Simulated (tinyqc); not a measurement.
Dielectric confinement in a thin film (image charges), step by step. Values are carried at full precision from step to step, so a last printed digit may differ when a step is redone from the rounded ones.

A film |z| < t/2 of dielectric constant eps between half-spaces of dielectric constant e2; lam = (eps - e2)/(eps + e2), q = e^2/(4 pi eps0). The self-energy of a band edge is taken with the high-frequency value, e2 = eh, and the field of a fixed ion with the static one, e2 = eo. A charge at z has images lam^|n| at n t + (-1)^n z. Its self-energy is S(z) = (q/2 eps) sum over n >= 1 of lam^n [1/(n t - 2z) + 1/(n t + 2z)] for odd n and 2 lam^n/(n t) for even n; at the centre S(0) = -(q/(eps t)) ln(1 - lam).

Constants: e^2/(4 pi eps0) = 14.39964547 eV angstrom; hbar^2/2m0 = 3.80998211 eV angstrom^2; Ry = 13.60569312 eV.

Parameters, chosen for this exercise (near those of a Ge film between layers of a low-k oxide; shifted at random, so the results belong to these values and not to a real crystal): t = 34 angstrom (film thickness); eps = 16.2 (dielectric constant of the film); eh = 2 (high-frequency dielectric constant outside); mz = 0.125 m0 (mass across the film); eo = 2.6 (static dielectric constant outside); m = 0.152 m0 (mass in the plane).

## Images for a charge at the centre

Give lam, the first five terms (q/eps) lam^n/(n t), their sum and the closed form.

lam = 0.7802

terms (meV): [20.40, 7.96, 4.14, 2.42, 1.51]

sum of five = 36.43 meV
S(0) = 39.61 meV

The surroundings screen less than the film, so the images repel and each band edge moves outwards: the gap changes by about 2 S = +79 meV. The static value 2.6 would give S(0) = +33.6 meV.

## Self-energy across the film

S at 2z/t = 0, 0.2, 0.4, 0.6, 0.8 and 0.9, summed to n = 399.

Self-energy:
```
2z/t  z (angstrom)  S (meV)
0.0            0.0    39.61
0.2            3.4    40.48
0.4            6.8    43.58
0.6           10.2    51.29
0.8           13.6    76.24
0.9           15.3   127.04
```

Towards the wall S diverges as (q lam/4 eps)/(distance), an artefact of the abrupt interface that the vanishing envelope makes harmless.

## Shift of the subband edge

First order: <S> over the envelope (2/t) cos^2(pi z/t), beside the confinement energy c (pi/t)^2/mz, c = hbar^2/2m0.

<S> = 44.15 meV
confinement energy = 260.23 meV

|<S>| is 0.17 times the confinement energy; the first goes as 1/t and the second as 1/t^2, so they are equal at t = 200 angstrom.

## Binding of a donor

Donor at the centre, lam from the static eo, trial function cos(pi z/t) exp(-rho/l): E(l) = c/(m l^2) - (q/eps) times the integral over k of F(k t) (1 + (k l/2)^2)^(-3/2), with F(x) = F0 + 2 lam exp(-x) G/(1 - lam exp(-x)), F0 = 2[(1 - exp(-x/2))/x + x (1 + exp(-x/2))/(x^2 + 4 pi^2)], G = 2 sinh(x/2)[1/x - x/(x^2 + 4 pi^2)]; c = hbar^2/2m0. The binding energy is -E at the minimum, counted from the subband edge with its self-energy.

Minimise over l with and without images (lam = 0); Ry* = Ry m/eps^2.

Donor:
```
case         l (angstrom)  binding (meV)  in Ry*
no images            40.2           21.2    2.69
with images          31.7           76.1    9.66
```

Ry* = 7.88 meV

The images change the binding by +55.0 meV, against -2 (q/(eps t)) ln(1 - lam) = +67.2 meV for an orbit much smaller than t. At 300 K the binding is 2.9 kB T, which hinders ionisation.

## Checks

- S(0) from the series against the closed form, meV: both 39.61.
- F(2.3) for lam = 0.7802 from a direct sum over images against the closed form: both 0.9144.

Program tinyqc; command `OMP_NUM_THREADS=1 python tinyqc.py 1251838 1251839 out.jsonl`; about 0.06 s on one thread of a shared Intel(R) Xeon(R) Processor @ 2.30GHz.
